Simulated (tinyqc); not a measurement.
Worked calculation: G0W0 on RHF in the 3-21g basis, for H2, spin multiplicity 1. One step of it, computed by the program tinyqc.

Task: Screening: direct RPA. With D = e_a - e_i and K = (ia|jb): diagonalise D^(1/2) (D + 4K) D^(1/2) = Z w^2 Z^T; X + Y = D^(1/2) Z w^(-1/2), each column of Z with its largest component positive (the first on a tie); E_c = (sum w - tr (D + 2K)) / 2.

orbital energies (hartree): [-0.616158, 0.285295, 0.882115, 1.623608]

Two-electron integrals over orbitals (pq|rs), unique and non-zero (hartree):
```
(11|11) 0.680073    (21|21) 0.081076    (22|11) 0.453657    (22|22) 0.406790
(31|11) 0.177210    (31|22) 0.050455    (31|31) 0.119257    (32|21) -0.023538
(32|32) 0.037290    (33|11) 0.570469    (33|22) 0.404420    (33|31) 0.133813
(33|33) 0.506062    (41|21) -0.078826   (41|32) -0.018617   (41|41) 0.138634
(42|11) -0.144224   (42|22) -0.054219   (42|31) -0.074407   (42|33) -0.102230
(42|42) 0.067009    (43|21) -0.082317   (43|32) 0.000665    (43|41) 0.122829
(43|43) 0.126994    (44|11) 0.696360    (44|22) 0.465605    (44|31) 0.211893
(44|33) 0.592328    (44|42) -0.169888   (44|44) 0.779315
```

Give: D^(1/2) (D + 4K) D^(1/2); excitation energies w; X + Y; RPA correlation energy.

Result:

D^(1/2) (D + 4K) D^(1/2) (hartree^2), order 1>2, 1>3, 1>4:
```
[[1.1050, 0.0000, -0.4480],
 [0.0000, 2.9595, 0.0000],
 [-0.4480, 0.0000, 6.2586]]
```

excitation energies w (hartree): [1.0326, 1.7203, 2.5094]

X + Y, order 1>2, 1>3, 1>4:
```
[[0.9309, 0.0000, -0.0515],
 [0.0000, 0.9332, 0.0000],
 [0.1266, 0.0000, 0.9412]]
```

RPA correlation energy = -0.027522 hartree
